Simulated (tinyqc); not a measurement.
Inside a calculation. Model: Born-Mayer model of an ionic crystal AB. Computed by tinyqc, a small Python program that keeps every step. Command: `OMP_NUM_THREADS=1 python tinyqc.py 3002725 3002726 out.jsonl bornmayer walk`. One thread of a shared host (Intel(R) Xeon(R) Processor @ 2.30GHz), about 0.01 s of CPU time with the checks. Intermediate numbers are printed to about 6 digits and carried at full precision; extremes and crossings named in words are read from the listed rows.

Energies are per ion pair and r is the nearest distance of unlike ions.

Inputs (values chosen for the exercise, for a model salt):
```
quantity,value,unit
ionic charge z,1,-
unlike repulsion lambda,1760,eV
range rho,0.353,angstrom
like repulsion lambda2,283,eV
dispersion C between like ions,34,eV angstrom^6
pressure P,20,GPa
```

Structure: caesium chloride. Short range: with like-ion terms.

Constants: e^2/(4 pi eps_0) = 14.39964548 eV angstrom; 1 eV/angstrom^3 = 160.2176634 GPa.

## Equilibrium distance at zero pressure

Madelung constant M, unlike neighbours z1, like neighbours z2 at f r, volume per pair: rock salt 1.747565, 6, 12, sqrt2, 2 r^3; caesium chloride 1.762675, 8, 6, 2/sqrt3, 8 r^3/(3 sqrt3); zinc blende 1.638055, 4, 12, sqrt(8/3), 16 r^3/(3 sqrt3). U(r) = -M z^2 e^2/(4 pi eps_0 r) + z1 lambda exp(-r/rho) + z2 [lambda2 exp(-f r/rho) - C/(f r)^6] (one mean like-ion term for both sublattices). Newton steps on g(r) = U'(r), from r = 9 rho: r(new) = r - U'(r)/U''(r), with the move limited to 0.3 angstrom. Where U'' is negative, move 0.3 angstrom downhill. Stop when |U'| is below 1e-9.

Newton steps:
```
step,r (angstrom),U' (eV/angstrom),U'' (eV/angstrom^2)
1,3.17700,-2.41996e+00,12.5703
2,3.36951,-6.03636e-01,6.8350
3,3.45783,-7.94203e-02,5.1113
4,3.47337,-2.03082e-03,4.8519
5,3.47379,-1.42841e-06,4.8450
6,3.47379,-7.09793e-13,4.8450
```

equilibrium distance r0 = 3.47379 angstrom

## Terms of the lattice energy

The formulas are those given above.

terms (eV): Coulomb -7.30670, unlike repulsion 0.74958, like repulsion 0.01972, dispersion -0.04898

lattice energy U = -6.58637 eV per pair

The short-range terms together cancel 9.9 % of the Coulomb energy.

## Bulk modulus

B = U''(r0)/(9 c r0), with the volume written as c r^3.

U''(r0) = 4.84504 eV/angstrom^2

bulk modulus B = 16.1270 GPa

## Under pressure

With the volume written as c r^3, under pressure take the root at the minimum of the enthalpy and solve U'(r) + 3 c r^2 P = 0; H = U + P V; B = (U'' - 2 U'/r)/(9 c r).

distance at P = 3.00749 angstrom

volume at P = 41.8811 angstrom^3

enthalpy at P = -0.428480 eV per pair

bulk modulus at P = 94.4710 GPa

The volume shrinks by 35.11 %, against P/B = 124.02 % in linear elasticity: the crystal stiffens.

## Three structures under pressure

The formulas are those given above.

Enthalpy (eV per pair):
```
P (GPa),rock salt,caesium chloride,zinc blende
0,-6.7445,-6.5864,-6.5759
2,-5.8650,-5.8216,-5.4230
5,-4.6816,-4.7797,-3.9173
10,-2.9160,-3.2100,-1.7181
20,0.1828,-0.4285,2.0678
40,5.4777,4.3710,8.4146
70,12.2516,10.5660,16.3981
100,18.2248,16.0649,23.3509
```

volumes at zero pressure (angstrom^3): rock salt 74.855, caesium chloride 64.538, zinc blende 100.357

At zero pressure the order is rock salt < caesium chloride < zinc blende. Between 2 and 5 GPa the lowest enthalpy passes from rock salt to caesium chloride. Pressure favours the denser structure, through P V. The Madelung constants, the number of repulsive contacts and the volumes (74.9, 64.5, 100.4 angstrom^3 at P = 0) all matter. Caution: rigid ions with fixed charges leave out polarisation and covalency, so such models often misplace transition pressures.

Checks made by the program: Madelung constant against an Ewald sum (relative difference 1e-07); Newton against bracketing (relative difference below 1e-10).
